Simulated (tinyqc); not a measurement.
From results back to parameters: image-charge renormalisation of a gap near a dielectric or metal. Four cases, with inputs chosen for the exercise.

Problem. A small molecule or defect in vacuum at height z above the image plane of a substrate has both its electron and hole levels stabilised by (e^2/4 pi eps0)(es - 1)/((es + 1) 4 z), so its gap shrinks by twice that. The reduced gap is given.

Constants: e^2/(4 pi eps0) = 14.39964547 eV angstrom.

Case 1.

Values chosen: E0 = 3.64 eV (quasiparticle gap far from the surface); es = 2.3 (dielectric constant of the substrate (1e4: a metal)).

gap near the surface = 3.22290 eV

Case 2.

Values chosen: E0 = 6.21 eV (quasiparticle gap far from the surface); es = 11.7 (dielectric constant of the substrate (1e4: a metal)).

gap near the surface = 4.69350 eV

Case 3.

Values chosen: E0 = 4.61 eV (quasiparticle gap far from the surface); es = 25 (dielectric constant of the substrate (1e4: a metal)).

gap near the surface = 3.64681 eV

Case 4.

Values chosen: E0 = 6.6 eV (quasiparticle gap far from the surface); es = 2.3 (dielectric constant of the substrate (1e4: a metal)).

gap near the surface = 6.02116 eV

Find: reduction; (es - 1)/(es + 1); z.

Solution. z = (e^2/4 pi eps0)(es - 1)/((es + 1) 2 x reduction). Local and hybrid functionals miss this shift, since it is a non-local correlation effect.

Case 1.

reduction = 0.4171 eV
(es - 1)/(es + 1) = 0.3939
z = 6.80 angstrom

Case 2.

reduction = 1.5165 eV
(es - 1)/(es + 1) = 0.8425
z = 4.00 angstrom

Case 3.

reduction = 0.9632 eV
(es - 1)/(es + 1) = 0.9231
z = 6.90 angstrom

Case 4.

reduction = 0.5788 eV
(es - 1)/(es + 1) = 0.3939
z = 4.90 angstrom

Computed by tinyqc, one run a case: `OMP_NUM_THREADS=1 python tinyqc.py N N+1 out.jsonl` with N = 1850183, 1850188, 1850209, 1850226; one thread of a shared Intel(R) Xeon(R) Processor @ 2.30GHz, about 0.03 s a run at most.
